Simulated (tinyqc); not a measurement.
Inside a calculation: carrier statistics of a doped semiconductor with parabolic bands. Values are carried at full precision from step to step, so a last printed digit may differ when a step is redone from the rounded ones.

Constants: kB = 8.617333262e-05 eV/K; hbar^2/2m0 = 3.80998211 eV angstrom^2.

Parameters, chosen for this exercise (near those of InSb; not measured data):
```
symbol  value     unit    meaning
Eg0     0.2344    eV      gap at 0 K
al      0.000319  eV/K    Varshni alpha
be      171       K       Varshni beta
T       400       K
ml      0.0135    m0      longitudinal electron mass
mt      0.0135    m0      transverse electron mass
Mv      1                 equivalent valleys
mhh     0.426     m0      heavy-hole mass
mlh     0.015     m0      light-hole mass
ND      2.4e+13   1/cm^3  donors
NA      8.3e+12   1/cm^3  acceptors
ED      0.00101   eV      donor level below Ec
EA      0.0101    eV      acceptor level above Ev
```

## Gap and thermal energy

Eg(T) = Eg0 - al T^2/(T + be) (Varshni).

Eg = 0.14501 eV
kT = 0.034469 eV

The gap has shrunk by 89.4 meV from 0 K and is 4.2 kT wide.

## Effective densities of states

m_de = Mv^(2/3) (ml mt^2)^(1/3); m_dh = (mhh^(3/2) + mlh^(3/2))^(2/3); N = 2 (m kB T/(4 pi c))^(3/2) with c = hbar^2/2m0, in 1/angstrom^3; times 1e24 for 1/cm^3.

m_de = 0.0135 m0
m_dh = 0.4279 m0
Nc = 6.0601e+16 1/cm^3
Nv = 1.0813e+19 1/cm^3

The light holes supply 0.7 % of Nv, and Nc/Nv = 0.0056.

## Intrinsic density and level

With Boltzmann statistics ni = sqrt(Nc Nv) exp(-Eg/2kT) and Ei = Eg/2 + (kT/2) ln(Nv/Nc), counted from Ev.

ni = 9.88e+16 1/cm^3
Ei = 0.1619 eV

Ei lies 89.3 meV above midgap, towards the band with the smaller density of states. Ei is within 3 kT of a band edge, so this Boltzmann value of ni is only rough.

## Neutrality by bisection

Energies are counted from Ev, so Ec = Eg. n = Nc F_1/2((EF - Eg)/kT), p = Nv F_1/2(-EF/kT), ND+ = ND/(1 + 2 exp((EF - Eg + ED)/kT)), NA- = NA/(1 + 4 exp((EA - EF)/kT)); neutrality asks p + ND+ = n + NA-. F_j(eta) = (1/Gamma(j + 1)) integral_0^infinity x^j dx/(1 + exp(x - eta)), which tends to exp(eta) for eta << 0.

Start from the bracket [-0.2 eV, Eg + 0.2 eV]; at the midpoint EF take the sign of p + ND+ - n - NA-; where it is positive EF must rise. Fourteen steps are shown.

Bisection (eV, 1/cm^3):
```
step       low     high       EF         n         p       ND+       NA-  sign
1     -0.20000  0.34501  0.07251  7.10e+15  1.27e+18  1.92e+13  5.02e+12     +
2      0.07251  0.34501  0.20876  1.58e+17  2.53e+16  1.70e+12  8.20e+12     -
3      0.07251  0.20876  0.14063  4.19e+16  1.82e+17  8.53e+12  7.61e+12     +
4      0.14063  0.20876  0.17470  8.71e+16  6.79e+16  4.09e+12  8.03e+12     -
5      0.14063  0.17470  0.15766  6.14e+16  1.11e+17  6.04e+12  7.86e+12     +
6      0.15766  0.17470  0.16618  7.35e+16  8.69e+16  4.99e+12  7.96e+12     +
7      0.16618  0.17470  0.17044  8.01e+16  7.68e+16  4.52e+12  7.99e+12     -
8      0.16618  0.17044  0.16831  7.67e+16  8.17e+16  4.75e+12  7.98e+12     +
9      0.16831  0.17044  0.16937  7.84e+16  7.92e+16  4.64e+12  7.99e+12     +
10     0.16937  0.17044  0.16991  7.92e+16  7.80e+16  4.58e+12  7.99e+12     -
11     0.16937  0.16991  0.16964  7.88e+16  7.86e+16  4.61e+12  7.99e+12     -
12     0.16937  0.16964  0.16951  7.86e+16  7.89e+16  4.62e+12  7.99e+12     +
13     0.16951  0.16964  0.16957  7.87e+16  7.88e+16  4.62e+12  7.99e+12     +
14     0.16957  0.16964  0.16961  7.88e+16  7.87e+16  4.61e+12  7.99e+12     -
```

Each step halves the bracket, which is 0.067 meV wide at the last row.

## The neutral state

Solve the neutrality condition for EF to convergence.

EF = 0.1696 eV
n = 7.87e+16 1/cm^3
p = 7.87e+16 1/cm^3
ND+ = 4.61e+12 1/cm^3
NA- = 7.99e+12 1/cm^3

The material is nearly intrinsic; 19.2 % of the donors are ionised. EF lies 0.71 kT beyond the conduction edge, so the Fermi integral is needed; n p/(Nc Nv exp(-Eg/kT)) = 0.635.

## Checks

- F_1/2(1) by the trapezoid rule against adaptive quadrature: both 1.575641.
- Positive against negative charge at the solution (1/cm^3): both 7.87341e+16.

Run: tinyqc, `OMP_NUM_THREADS=1 python tinyqc.py 1652195 1652196 out.jsonl`; Intel(R) Xeon(R) Processor @ 2.30GHz, one thread, shared host; about 0.01 s of CPU time with all checks.
